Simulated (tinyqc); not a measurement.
Comparisons within one model: deformation potentials from a strained empirical pseudopotential. A value that a table varies takes the place of the one given here.

Diamond lattice, no spin-orbit coupling. Atomic form factor V(q) = a1 (q^2 - a2)/(a3 exp(a4 q^2) - 1) in rydberg with q in 1/bohr, for the unstrained cell. Under a strain e the reciprocal vectors and k go over into (1 + e)^(-1) G, the atoms sit at +/- tau with tau = (1 + e) a (1,1,1)/8 - zeta a (eyz, ezx, exy)/4, and H(G,G') = c |k + G|^2 delta + (V(q)/det(1 + e)) cos(q.tau), q = G - G', with the term q = 0 left out; c = hbar^2/2m0. The basis is fixed before straining: all G with |k + G|^2 up to 16 (2 pi/a)^2. k is given in units of 2 pi/a of the unstrained cell.

Constants: hbar^2/2m0 = 3.80998211 eV angstrom^2; Ry = 13.60569312 eV; a0 (Bohr radius) = 0.5291772105 angstrom.

Values chosen for the exercise (near those of Si; shifted at random, so the results belong to these values and not to a real crystal): a = 5.429 angstrom (lattice constant); A = (0.543, 2.168, 2.035, 0.488) (a1 (Ry bohr^2), a2 (1/bohr^2), a3, a4 (bohr^2)); h = 0.001 (size of the test strain); kD = 0.82 2 pi/a (position of the Delta minimum); a1 = 0.543; a2 = 2.168; a3 = 2.035; a4 = 0.488.

## The internal displacement

Xu of L (level 5, the lowest empty one) and d from exy = eyz = ezx = h for several zeta: Xu = [E(L [111]) - E(L [1-1-1])]/((8/3) h), d = (single valence level - pair)/(3 sqrt(3) h). zeta = 0 strains the bonds with the lattice; zeta = 1 keeps all four bond lengths equal to first order.

Results:

| zeta | Xu (L) (eV) | d (eV) |
|---|---|---|
| 0.00 | 11.01 | 0.83 |
| 0.25 | 11.38 | -1.48 |
| 0.50 | 11.76 | -3.80 |
| 0.60 | 11.91 | -4.73 |
| 0.75 | 12.14 | -6.11 |
| 1.00 | 12.52 | -8.43 |

From zeta = 0 to 1, d goes from 0.83 to -8.43 eV and Xu (L) from 11.01 to 12.52 eV, both nearly linearly: the displacement is an optical-phonon mode, and d = d(0) - zeta d0/4 gives its deformation potential d0 = 37 eV. Leaving the relaxation out (zeta = 0 for 0.5) moves d by +4.63 eV, which reverses its sign, and Xu (L) by -0.75 eV. Tetragonal strain has no such freedom.

## Size of the test strain

e = diag(-h/2, -h/2, h). Xu = [E(Delta z) - E(Delta x)]/(1.5 h) at fixed kD, b = [E(Z) - E(X, Y)]/(4.5 h); one-sided from +h alone, central from +h and -h.

Results (eV):

| h | Xu one-sided | Xu central | b one-sided | b central |
|---|---|---|---|---|
| 0.0010 | 7.955 | 7.960 | -3.318 | -3.314 |
| 0.0025 | 7.947 | 7.960 | -3.324 | -3.314 |
| 0.0050 | 7.934 | 7.960 | -3.334 | -3.314 |
| 0.0100 | 7.910 | 7.961 | -3.354 | -3.314 |
| 0.0200 | 7.863 | 7.965 | -3.395 | -3.315 |
| 0.0300 | 7.818 | 7.972 | -3.436 | -3.316 |

From h = 0.001 to 0.03 the one-sided Xu drifts by -0.137 eV and the central one by +0.012 eV; for b the drifts are -0.119 and -0.002 eV. The central difference cancels the term of second order in the strain, so its error goes as h^2. At h = 0.02 the linear law errs by 1.2 % for the valley splitting and 2.5 % for the valence splitting.

## What each parameter of the potential does

Gaps from the valence top to level 8 at Gamma and level 5 at (kD,0,0) and L, and their deformation potentials [E(+h) - E(-h)]/(3 ln((1 + h)/(1 - h))) for e = +/- h 1, h = 0.002. The row for the lattice constant keeps V(q) without the volume factor, so it is not a strain. Each row changes one parameter from the base and keeps the others.

Results:

| case | Gamma (eV) | Delta (eV) | L (eV) | potential Gamma (eV) | potential Delta (eV) | potential L (eV) |
|---|---|---|---|---|---|---|
| base | 4.327 | 1.212 | 2.138 | -8.91 | 2.72 | -1.89 |
| a = 5.375 angstrom | 4.445 | 0.910 | 2.033 | -8.60 | 3.02 | -1.72 |
| a1 = 0.538 | 4.283 | 1.145 | 2.088 | -8.83 | 2.72 | -1.88 |
| a2 = 2.19 | 4.210 | 1.289 | 2.136 | -8.98 | 2.66 | -1.93 |
| a3 = 2.055 | 4.278 | 1.120 | 2.074 | -8.82 | 2.71 | -1.89 |
| a4 = 0.493 | 4.230 | 1.125 | 2.061 | -8.74 | 2.79 | -1.82 |

The largest shifts from the base row, up to three for each result and ties (the steps differ in size, so this ranks the rows, not the parameters). Gamma (eV): a +0.119, a2 -0.117, a4 -0.096. Delta (eV): a -0.302, a3 -0.092, a4 -0.088. L (eV): a -0.105, a4 -0.077, a3 -0.064. potential Gamma (eV): a +0.31, a4 +0.17, a3 +0.09. potential Delta (eV): a +0.31, a4 +0.08, a2 -0.06; unchanged at the printed digits by a1. potential L (eV): a +0.17, a4 +0.08, a2 -0.04; unchanged at the printed digits by a3.

Computed by tinyqc, a small Python program: `OMP_NUM_THREADS=1 python tinyqc.py 1850473 1850474 out.jsonl` (the numbers bound the seed that draws the inputs); one thread of a shared host (Intel(R) Xeon(R) Processor @ 2.30GHz), about 0.2 s for the whole set of steps.
